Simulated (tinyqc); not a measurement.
Competing polymorphs of an oxide film: bulk, surface, grain-boundary, dopant and field terms. From G(t) - G(o) back to temperature T. Computed by tinyqc, a small Python program. Command: `OMP_NUM_THREADS=1 python tinyqc.py 3013552 3013553 out.jsonl polymorph inv`. One thread of a shared host (Intel(R) Xeon(R) Processor @ 2.30GHz), about 0.01 s of CPU time with the checks.

Phases: monoclinic m (reference), polar orthorhombic o, tetragonal t. Free energies per formula unit (f.u.); 1 J/m^2 x angstrom^3/nm = 6.241509 meV.

Inputs (values chosen for the exercise, for a model oxide): energy of the polar phase o over m = 71.2 meV/f.u.; energy of the tetragonal phase t over m = 127 meV/f.u.; entropy of o over m = 0.012 meV/(f.u. K); entropy of t over m = 0.064 meV/(f.u. K); surface energy of m = 3.41 J/m^2; surface energy of o = 2.93 J/m^2; surface energy of t = 2.82 J/m^2; volume per formula unit Omega = 35.5 angstrom^3; grain radius R = 18 nm; dopant content x = 0.86 %; shift of o per % of dopant = -5.4 meV/f.u.; shift of t per % of dopant = -19 meV/f.u..

Geometry: free particles.

Method. Bulk term b = H - T S + (shift) x, zero for m. The undoped bulk turns from m to t at T = H_t/S_t. Area per volume: A = 3/R for a sphere; G = b + gamma Omega A.

Question. A run gave the result below. Find the temperature T, known to lie between 170 and 550 K.

G(t) - G(o) = 23.12622 meV/f.u.

Answer.

Each step takes the trial c = (a f_b - b f_a)/(f_b - f_a), f being the result less the target and a, b, c the logarithms of the listed values; c replaces end b, the old b replaces a if the sign of f changed, and otherwise f_a is halved.

Scan of the range:
```
temperature T (K)  G(t) - G(o) (meV/f.u.)
170                               31.2018
207                               29.2778
251                               26.9898
306                               24.1298
372                               20.6978
452                               16.5378
550                               11.4418
```

False position (Illinois rule, in the logarithm of the input) inside the bracket:
```
step    end a    end b    trial  G(t) - G(o) (meV/f.u.)
1     306.000  372.000  323.985                 23.1946
2     372.000  323.985  325.214                 23.1307
3     372.000  325.214  325.375                 23.1223
4     325.214  325.375  325.300                 23.1262
5     325.375  325.300  325.300                 23.1262
```

G(t) - G(o) falls at every point of a 13-point scan of the range (every second point is shown), so one value fits; it is bracketed by 306 and 372. The scan shows a straight line, so linear interpolation between any two rows gives the answer at once. Answer: temperature T = 325.3 K.

Caution: this is an equilibrium ranking; real films often keep the phase that nucleates first on cooling from t.
